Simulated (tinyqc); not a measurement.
Inside a calculation. Model: one-sided p+-n junction, ionisation integral and breakdown.

Program tinyqc, `OMP_NUM_THREADS=1 python tinyqc.py 2120002 2120003 out.jsonl`; Intel Xeon 2.30GHz, shared host, one thread, about 0.05 s. Printed values are rounded.

A p+ layer at x < 0 and an n drift layer from x = 0. Depletion approximation, built-in voltage neglected. Local ionisation coefficients alpha_n = an exp(-(bn/E)^mx), alpha_p = ap exp(-(bp/E)^mx). Electrons move towards +x, holes towards x = 0.

Values chosen for this exercise; material values close to those of germanium:
```
symbol,value,unit,meaning
eps_r,15.9,,relative permittivity
an,1.54e7,1/cm,prefactor of the electron ionisation coefficient
bn,1.63e6,V/cm,field constant for electrons
ap,9.47e6,1/cm,prefactor of the hole ionisation coefficient
bp,1.22e6,V/cm,field constant for holes
mx,1,,exponent
N,2.1e14,cm^-3,donor density of the drift layer
V,320,V,reverse voltage
fr,0.5,,share of the depleted width that the grid covers
```

Constants: q = 1.602176634e-19 C, eps0 = 8.8541878128e-14 F/cm where lengths are in cm. Results are converted to the units shown.

## Field and ionisation coefficients on a grid

W = sqrt(2 eps0 eps_r V/(q N)), peak field E0 = q N W/(eps0 eps_r), falling linearly to 0 at W. Grid: 13 equal steps from 0 to fr W.

W = 51.7485 um

```
point,x (um),E (kV/cm),alpha_n (1/cm),alpha_p (1/cm)
0,0.0000,123.675,29.0836,492.293
1,1.9903,118.918,17.1669,331.787
2,3.9807,114.162,9.69746,216.378
3,5.9710,109.405,5.21261,135.964
4,7.9613,104.648,2.64815,81.9015
5,9.9516,99.8913,1.26131,47.0104
6,11.9420,95.1346,0.557809,25.5262
7,13.9323,90.3779,0.226387,12.9976
8,15.9226,85.6212,0.0831197,6.13999
9,17.9130,80.8644,0.0271245,2.65557
10,19.9033,76.1077,0.00769532,1.03430
11,21.8936,71.3510,0.00184561,0.355248
12,23.8839,66.5942,3.60969e-4,0.104741
13,25.8743,61.8375,5.49255e-5,0.0255916
```

## Ionisation integrals by the trapezoid rule

G(x) = integral from 0 to x of (alpha_n - alpha_p); I_n = integral of alpha_n exp(-G) (electrons injected at x = 0), I_p = integral of alpha_p exp(G(end) - G) (holes injected at the far edge); M = 1/(1 - I). All integrals by the trapezoid rule on the grid.

```
point,G,alpha_n exp(-G) (1/cm)
0,0.000000,29.0836
1,-0.077407,18.5485
2,-0.129285,11.0358
3,-0.162865,6.1346
4,-0.183764,3.1824
5,-0.196204,1.5347
6,-0.203241,0.6835
7,-0.206997,0.2785
8,-0.208871,0.1024
9,-0.209735,0.0335
10,-0.210099,0.0095
11,-0.210236,0.0023
12,-0.210281,0.0004
13,-0.210294,0.0001
```

I_n = 0.0111633
I_p = 0.197814
M_n = 1.01129
M_p = 1.24659

A grid of 1500 steps over the whole width gives I_n = 0.01095 and I_p = 0.1962; the coarse I_n is 1.9 % above and the coarse I_p 0.80 % above those values. Holes multiply more: on this coarse grid M - 1 is 21.8 times as large for them.

## Breakdown voltage by secant steps

G(x) = integral from 0 to x of (alpha_n - alpha_p); I_n = integral of alpha_n exp(-G) (electrons injected at x = 0), I_p = integral of alpha_p exp(G(end) - G) (holes injected at the far edge); M = 1/(1 - I). Secant steps on ln I_n(V) = 0 with the integrals on a fine grid (1500 steps), from the points V = 365 and 480 V; stop when the step is below 1e-7 of V.

Course of the iteration:
```
step,V (V),I_n,change of V (V)
1,480,0.396227,42.2
2,522.214,1.11672,-4.50
3,517.717,0.993428,0.253
4,517.970,0.999952,1.86e-3
5,517.972,1.00000,-8.13e-7
```

Breakdown at 517.97 V, with a peak field of 157.3 kV/cm and W = 65.84 um. The integral for holes reaches 1 at the same voltage.
